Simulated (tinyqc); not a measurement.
# Worked calculation: double-gate transistor, scale length and short-channel effects

Computed by the program tinyqc: `OMP_NUM_THREADS=1 python tinyqc.py 2420120 2420121 out.jsonl`, one thread of a shared Intel Xeon 2.30GHz, about 0.01 s for the whole run. Printed values are rounded.

A body of thickness ts between two insulators of thickness ti and two tied gates. Below threshold the potential that source and drain add obeys Laplace's equation and vanishes on the gate. Its lowest mode decays along the channel as exp(-k y); k is the smallest positive root of the matching condition at the interface, and the scale length is Lambda = pi/k.

Values chosen for this exercise; permittivities: semiconductor close to that of silicon, insulator close to that of silicon dioxide: temperature T = 325 K; relative permittivity of the semiconductor eps_r = 11.5; relative permittivity of the insulator ei = 3.97; insulator thickness ti = 2.4 nm; body thickness ts = 15 nm; channel length L = 36 nm; potential of the source Vbi = 0.92 V; potential of the barrier top at threshold sT = 0.43 V; long-channel threshold VTL = 0.44 V; long-channel body factor m = 1; drain voltage Vds = 0.8 V.

Constants: q = 1.602176634e-19 C, kB = 1.380649e-23 J/K, Vt = kB T/q. Results are converted to the units shown.

Range of the model: L is under 1.6 Lambda, where higher modes, left out of the one-mode potential, begin to count.

## Scan of the matching condition

```
point,k (1/nm)
0,0.02
1,0.04
2,0.06
3,0.08
4,0.1
5,0.12
6,0.14
7,0.16
```

f(k) = ei cos(k ti) cos(k ts/2) - eps_r sin(k ti) sin(k ts/2).

```
point,f(k)
0,3.83844
1,3.44947
2,2.81996
3,1.97729
4,0.95823
5,-0.19251
6,-1.42412
7,-2.68168
```

The first change of sign lies between k = 0.1 and 0.12 1/nm.

## Iteration 1: decay constant by Newton steps

k at the start = 0.1 1/nm

f(k) = ei cos(k ti) cos(k ts/2) - eps_r sin(k ti) sin(k ts/2); f' by a central difference with +/- 1e-5 1/nm; k(new) = k - f/f'.

f = 0.958233
f' = -54.6462 nm
k after iteration 1 = 0.117535 1/nm

## Iteration 2: decay constant by Newton steps

As before.

f = -0.0452489
f' = -59.4822 nm
k after iteration 2 = 0.116775 1/nm

## Course of the iteration: decay constant by Newton steps

Stop when k changes by less than 1e-10 1/nm, or after 30 iterations.

Course of the iteration:
```
iteration,k (1/nm),|change| (1/nm)
1,0.117535,0.0175
2,0.116775,7.61e-4
3,0.116773,1.08e-6
4,0.116773,2.20e-12
```

Converged in 4 iterations. At the end the number of correct digits about doubles with each step.

## Scale length against simple estimates

k = 0.116773 1/nm

Lambda = pi/k and l = 1/k. A parabolic potential across the structure gives l(parabolic) = sqrt((eps_r/(2 ei)) ts ti (1 + ei ts/(4 eps_r ti))).

Lambda = 26.9033 nm
l = 8.56359 nm
l(parabolic) = 8.95913 nm

The parabolic estimate is 4.6 % above l.

## Threshold shift, barrier position and swing

Along the channel psi(y) = s + a exp(y/l) + b exp(-y/l) with psi(0) = Vbi, psi(L) = Vbi + Vds and l = 1/k = Lambda/pi; with A = Vbi - s, B = A + Vds, x = exp(-L/l): a = (B - A x) x/(1 - x^2), b = (A - B x)/(1 - x^2). The minimum is s + 2 sqrt(a b), at y = (l/2) ln(b/a). The long-channel potential follows the gate as s = sT + (Vg - VTL)/m, and the threshold VT is the gate voltage at which the minimum equals sT. Swing = m Vt ln 10/g at threshold, g = d(minimum)/ds = 1 - (b x + a)/((1 + x) sqrt(a b)).

s at threshold = 0.171921 V
a = 0.0229635 V
b = 0.725115 V
position of the minimum = 14.7826 nm
VT = 0.181921 V
swing = 86.9148 mV/decade

The threshold lies 258 mV below the long-channel value, and the barrier top sits at 0.41 L from the source.
